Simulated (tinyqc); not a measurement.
On-chip interconnect, size-dependent resistivity and RC delay: two steps of the calculation.

A rectangular line between two neighbours and two ground planes. Surface and grain-boundary scattering are added to the bulk resistivity as corrections; capacitances are parallel-plate values without fringing; inductance is ignored.

Inputs (values chosen for the exercise); metal values close to those of copper: bulk resistivity rho0 = 1.64 uohm cm; bulk mean free path lam = 39.4 nm; specular share of surface scattering ps = 0; reflection coefficient of grain boundaries Rg = 0.44; grain size over the metal width gr = 1.5; drawn line width wd = 8.9 nm; aspect ratio, height over width AR = 1.8; liner on both walls and the bottom, not conducting tl = 1.5 nm; space to the neighbouring lines sp = 11 nm; dielectric height to the planes above and below hd = 15 nm; relative permittivity of the dielectric ek = 3.9; Miller factor of the neighbours Mf = 1; line length Lw = 24 um; driver resistance Rd = 500 ohm; load capacitance Cl = 1.7 fF.

Constants: eps0 = 8.8541878128e-12 F/m. Results are converted to the units shown.

Task 1. Resistivity, resistance and capacitance per length. Metal width x = wd - 2 tl, height y = AR wd - tl; grain boundaries (Mayadas-Shatzkes): al = (lam/(gr x)) Rg/(1 - Rg), g = 1/[1 - 3 al/2 + 3 al^2 - 3 al^3 ln(1 + 1/al)] - 1; surfaces (Fuchs-Sondheimer, thick limit): s = (3/8) lam (1 - ps)(1/x + 1/y); rho = rho0 (1 + g + s); r = rho/(x y); c = eps0 ek (2 wd/hd + 2 Mf AR wd/sp).

Give: x; y; al; g; s; rho; r; c.

Result 1.

x = 5.9000 nm
y = 14.520 nm
al = 3.4980
g = 4.7220
s = 3.5218
rho = 15.160 uohm cm
r = 1769.6 ohm/um
c = 0.14156 fF/um

Task 2. Ladder and Elmore delays. 6 equal pi sections: series Rs = r Lw/6; node capacitances c Lw/6, halved at nodes 0 and 6, with Cl added to node 6; Rd feeds node 0. Elmore delay of node k: the sum, over the resistors on the path to k, of resistance times all capacitance downstream of it.

r = 1769.6034 ohm/um
c = 0.14155754 fF/um

Give: Rs; C; Elmore delay.

Result 2.

Rs = 7078 ohm

```
node  C (fF)  Elmore delay (ps)
0     0.2831              2.549
1     0.5662              36.63
2     0.5662              66.70
3     0.5662              92.76
4     0.5662              114.8
5     0.5662              132.9
6      1.983              146.9
```

The far-end value equals Rd (c Lw + Cl) + r Lw (c Lw/2 + Cl) for any number of pi sections; the line resistance contributes 98.3 % of it.

Range of the model: The metal width is under the mean free path, where the thick-limit surface term and the simple sum of corrections lose accuracy.

tinyqc, about 0.01 s, one thread, Intel Xeon 2.30GHz (shared host): `OMP_NUM_THREADS=1 python tinyqc.py 2100056 2100057 out.jsonl`
